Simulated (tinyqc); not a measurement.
Saddle-point parameters from gate and bias data.

Question. In a saddle-point contact at zero temperature mu - V0 = al (Vg - Vp), riser n is centred where this equals wy (n + 1/2), its largest slope is dg/dmu = pi/(2 wx) (neighbouring modes neglected), and in bias spectroscopy neighbouring risers meet at q V = wy. Find al, Vp and wx.

gate voltages at the middle of the first and second risers (V): [-1.6535484, -1.5406452]
largest dg/dVg on a riser = 14.755965 1/V
bias at which two neighbouring risers meet = 3.5 mV

Solution. The bias gives wy, the gate spacing then gives al = wy/(Vg2 - Vg1), and the slope gives wx = al pi/(2 dg/dVg).

lever arm al = 0.0310 eV/V
Vp = -1.71 V
wx = 3.30 meV

Program tinyqc, `OMP_NUM_THREADS=1 python tinyqc.py 2740010 2740011 out.jsonl`; Intel Xeon 2.30GHz, shared host, one thread, about 0.03 s.
